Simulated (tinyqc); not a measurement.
Vertical double-diffused power MOSFET, components of the on-resistance: two steps of the calculation.

Stripe cells of pitch Wp + a, two channels a cell. Current flows through the channels, spreads in the accumulation layer, passes the gap between the p bodies and spreads at 45 degrees into the drift layer below them. Low drain voltage, full ionisation.

Inputs (values chosen for the exercise); bulk values close to those of silicon:

| symbol | value | unit | meaning |
|---|---|---|---|
| T | 350 | K | temperature |
| eps_r | 11.9 |  | relative permittivity |
| Kc | 4110 | V/cm per (cm^-3)^(1/8) | critical-field constant |
| BV | 600 | V | rated breakdown voltage of the drift layer |
| mud | 1260 | cm^2/(V s) | drift mobility at 300 K |
| bt | 2.5 |  | temperature exponent of the drift mobility |
| tox | 90 | nm | gate oxide thickness (eps_r 3.9) |
| Vov | 4 | V | gate overdrive |
| mch | 160 | cm^2/(V s) | channel mobility |
| mac | 600 | cm^2/(V s) | accumulation-layer mobility |
| Lc | 1.4 | um | channel length |
| Wp | 3.8 | um | width of the p body in one cell, channels included |
| a | 4.4 | um | gap between neighbouring p bodies |
| xp | 1.9 | um | depth of the p body |
| Nj | 3 |  | doping of the gap over the drift doping |
| Vbi | 0.644 | V | built-in voltage of the body junction |
| Rs | 0.13 | mohm cm^2 | substrate and contact resistance |

Constants: q = 1.602176634e-19 C, eps0 = 8.8541878128e-14 F/cm where lengths are in cm. Results are converted to the units shown.

Problem 1. Drift layer. Triangular field at breakdown with Ec = Kc N^(1/8): BV = eps0 eps_r Ec^2/(2 q N), so N = (eps0 eps_r Kc^2/(2 q BV))^(4/3); W = 2 BV/Ec; mu = mud (T/300 K)^(-bt); rho = 1/(q mu N); ideal resistance rho W.

Give: N; Ec; W; mu; rho; ideal resistance.

Solution 1.

N = 4.1878e14 cm^-3
Ec = 0.27643 MV/cm
W = 43.410 um
mu = 857.04 cm^2/(V s)
rho = 17.390 ohm cm
ideal resistance = 75.491 mohm cm^2

Problem 2. Components of the on-resistance. Pitch p = Wp + a, Cox = 3.9 eps0/tox; zero-bias depletion in the gap w0 = sqrt(2 eps0 eps_r Vbi/(q N Nj)), open gap g = a - 2 w0; R_ch = Lc p/(2 mch Cox Vov); R_acc = 0.6 a p/(4 mac Cox Vov), 0.6 being an empirical factor for current leaving the layer along its length; R_gap = (rho/Nj) xp p/g; spreading depth t = min(W, (p - g)/2); R_drift = (rho p/2) ln((g + 2 t)/g) + rho (W - t); R_on = the sum with Rs.

N = 4.1877774e14 cm^-3
W = 43.410169 um
mu = 857.04489 cm^2/(V s)
rho = 17.390115 ohm cm

Find: w0; g; components; R_on; shares.

Solution 2.

w0 = 0.8211 um
g = 2.758 um
components (mohm cm^2): channel 2.338, accumulation 0.5877, gap 3.275, drift 78.53, substrate 0.1300
R_on = 84.86 mohm cm^2
shares (%): channel 2.75, accumulation 0.69, gap 3.86, drift 92.54, substrate 0.15

The drift term is the largest. R_on is 1.12 times the ideal drift resistance, and spreading raises the drift term to 1.04 times it.

Computed by the program tinyqc: `OMP_NUM_THREADS=1 python tinyqc.py 2230065 2230066 out.jsonl`, one thread of a shared Intel Xeon 2.30GHz, about 0.01 s for the whole run.
